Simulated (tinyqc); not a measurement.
Inside a calculation (part 2 of 2). Method: RHF in the sto-6g basis, for BeH2, spin multiplicity 1. Computed by tinyqc, a small Python program that keeps every step (integrals from PySCF). Command: `OMP_NUM_THREADS=1 python tinyqc.py 30596 30597 out.jsonl` (the two numbers bound the seeds that draw the settings). One thread of a shared host (Intel(R) Xeon(R) Processor @ 2.60GHz), about 0.1 s of CPU time with the checks.

Geometry (angstrom):
```
atom        x         y        z
Be    0.00000   0.00000  0.00000
H     0.00000   1.44600  0.00000
H     0.00000  -1.51600  0.00000
```

## Populations, bond orders and dipole

D after iteration 28, lower triangle:
```
           1Be 1s    1Be 2s  1Be 2px   1Be 2py  1Be 2pz     2H 1s    3H 1s
1Be 1s    2.06325
1Be 2s   -0.19740   0.68040
1Be 2px   0.00000   0.00000  0.00000
1Be 2py  -0.00119  -0.00696  0.00000   0.49356
1Be 2pz   0.00000   0.00000  0.00000   0.00000  0.00000
2H 1s    -0.16906   0.45664  0.00000   0.41581  0.00000   0.66532
3H 1s    -0.16637   0.46759  0.00000  -0.42344  0.00000  -0.04235  0.67707
```

overlap S, lower triangle:
```
          1Be 1s   1Be 2s  1Be 2px   1Be 2py  1Be 2pz    2H 1s    3H 1s
1Be 1s   1.00000
1Be 2s   0.25476  1.00000
1Be 2px  0.00000  0.00000  1.00000
1Be 2py  0.00000  0.00000  0.00000   1.00000
1Be 2pz  0.00000  0.00000  0.00000   0.00000  1.00000
2H 1s    0.05699  0.41871  0.00000   0.49359  0.00000  1.00000
3H 1s    0.04875  0.39190  0.00000  -0.47121  0.00000  0.02323  1.00000
```

Mulliken: Z minus the diagonal of D S on the atom; Loewdin: the same with S^(1/2) D S^(1/2); Mayer order: 2 sum_s sum (D(s) S)_ij (D(s) S)_ji over the two atoms.

Charges (e):
```
atom  Mulliken   Loewdin
1Be    0.10189   0.08362
2H    -0.05114  -0.04140
3H    -0.05075  -0.04222
```

Mayer bond orders:
```
pair    order
2-1   0.99481
3-1   0.99485
3-2   0.00257
```

dipole moment about the origin, x y z (debye): 0.00000  0.02256  0.00000
